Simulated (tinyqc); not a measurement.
Wannier-Stark ladder of a miniband: one step. Levels and the middle state. Four cases, with inputs chosen for the exercise.

Question. Diagonalise; give the levels, their spacings and the weights of the middle level on the wells.

Give: levels; spacings; weights.

Case 1.

H (meV):
```
           -4         -3        -2        -1         0         1         2         3         4
-4  -14.27600   -3.50000         0         0         0         0         0         0         0
-3   -3.50000  -10.70700  -3.50000         0         0         0         0         0         0
-2          0   -3.50000  -7.13800  -3.50000         0         0         0         0         0
-1          0          0  -3.50000  -3.56900  -3.50000         0         0         0         0
0           0          0         0  -3.50000         0  -3.50000         0         0         0
1           0          0         0         0  -3.50000   3.56900  -3.50000         0         0
2           0          0         0         0         0  -3.50000   7.13800  -3.50000         0
3           0          0         0         0         0         0  -3.50000  10.70700  -3.50000
4           0          0         0         0         0         0         0  -3.50000  14.27600
```

Answer.

levels (meV): [-16.856, -11.419, -7.265, -3.581, 0.000, 3.581, 7.265, 11.419, 16.856]

spacings (meV): [5.437, 4.154, 3.684, 3.581, 3.581, 3.684, 4.154, 5.437]

weights: [0.0009, 0.0149, 0.1183, 0.3355, 0.0609, 0.3355, 0.1183, 0.0149, 0.0009]

The spacing in the middle is 1.0035 e F d and at the ends 1.523 e F d; states that reach the ends of the stack are pushed apart.

Case 2.

H (meV):
```
           -4         -3        -2        -1         0         1         2         3         4
-4  -17.59600   -5.25000         0         0         0         0         0         0         0
-3   -5.25000  -13.19700  -5.25000         0         0         0         0         0         0
-2          0   -5.25000  -8.79800  -5.25000         0         0         0         0         0
-1          0          0  -5.25000  -4.39900  -5.25000         0         0         0         0
0           0          0         0  -5.25000         0  -5.25000         0         0         0
1           0          0         0         0  -5.25000   4.39900  -5.25000         0         0
2           0          0         0         0         0  -5.25000   8.79800  -5.25000         0
3           0          0         0         0         0         0  -5.25000  13.19700  -5.25000
4           0          0         0         0         0         0         0  -5.25000  17.59600
```

Answer.

levels (meV): [-21.944, -14.683, -9.169, -4.455, 0.000, 4.455, 9.169, 14.683, 21.944]

spacings (meV): [7.261, 5.514, 4.714, 4.455, 4.455, 4.714, 5.514, 7.261]

weights: [0.0033, 0.0374, 0.1837, 0.2754, 0.0001, 0.2754, 0.1837, 0.0374, 0.0033]

The spacing in the middle is 1.0126 e F d and at the ends 1.651 e F d; states that reach the ends of the stack are pushed apart.

Case 3.

H (meV):
```
           -5         -4         -3         -2        -1         0         1         2         3         4
-5  -25.96000   -6.25000          0          0         0         0         0         0         0         0
-4   -6.25000  -20.76800   -6.25000          0         0         0         0         0         0         0
-3          0   -6.25000  -15.57600   -6.25000         0         0         0         0         0         0
-2          0          0   -6.25000  -10.38400  -6.25000         0         0         0         0         0
-1          0          0          0   -6.25000  -5.19200  -6.25000         0         0         0         0
0           0          0          0          0  -6.25000         0  -6.25000         0         0         0
1           0          0          0          0         0  -6.25000   5.19200  -6.25000         0         0
2           0          0          0          0         0         0  -6.25000  10.38400  -6.25000         0
3           0          0          0          0         0         0         0  -6.25000  15.57600  -6.25000
4           0          0          0          0         0         0         0         0  -6.25000  20.76800
5           0          0          0          0         0         0         0         0         0  -6.25000

           5
-5         0
-4         0
-3         0
-2         0
-1         0
0          0
1          0
2          0
3          0
4   -6.25000
5   25.96000
```

Answer.

levels (meV): [-31.161, -22.561, -16.030, -10.454, -5.198, 0.000, 5.198, 10.454, 16.030, 22.561, 31.161]

spacings (meV): [8.600, 6.531, 5.576, 5.255, 5.198, 5.198, 5.255, 5.576, 6.531, 8.600]

weights: [0.0002, 0.0042, 0.0398, 0.1868, 0.2690, 0.0000, 0.2690, 0.1868, 0.0398, 0.0042, 0.0002]

The spacing in the middle is 1.0012 e F d and at the ends 1.656 e F d; states that reach the ends of the stack are pushed apart.

Case 4.

H (meV):
```
           -5         -4         -3         -2         -1          0          1          2          3          4
-5  -58.80000  -10.75000          0          0          0          0          0          0          0          0
-4  -10.75000  -47.04000  -10.75000          0          0          0          0          0          0          0
-3          0  -10.75000  -35.28000  -10.75000          0          0          0          0          0          0
-2          0          0  -10.75000  -23.52000  -10.75000          0          0          0          0          0
-1          0          0          0  -10.75000  -11.76000  -10.75000          0          0          0          0
0           0          0          0          0  -10.75000          0  -10.75000          0          0          0
1           0          0          0          0          0  -10.75000   11.76000  -10.75000          0          0
2           0          0          0          0          0          0  -10.75000   23.52000  -10.75000          0
3           0          0          0          0          0          0          0  -10.75000   35.28000  -10.75000
4           0          0          0          0          0          0          0          0  -10.75000   47.04000
5           0          0          0          0          0          0          0          0          0  -10.75000

            5
-5          0
-4          0
-3          0
-2          0
-1          0
0           0
1           0
2           0
3           0
4   -10.75000
5    58.80000
```

Answer.

levels (meV): [-66.378, -48.961, -35.581, -23.545, -11.761, 0.000, 11.761, 23.545, 35.581, 48.961, 66.378]

spacings (meV): [17.417, 13.380, 12.036, 11.784, 11.761, 11.761, 11.784, 12.036, 13.380, 17.417]

weights: [0.0000, 0.0006, 0.0106, 0.0979, 0.3385, 0.1047, 0.3385, 0.0979, 0.0106, 0.0006, 0.0000]

The spacing in the middle is 1.0001 e F d and at the ends 1.481 e F d; states that reach the ends of the stack are pushed apart.

Computed by tinyqc, one run a case: `OMP_NUM_THREADS=1 python tinyqc.py N N+1 out.jsonl` with N = 1250078, 1250189, 1250538, 1250586; one thread of a shared Intel(R) Xeon(R) Processor @ 2.30GHz, about 0.01 s a run at most.
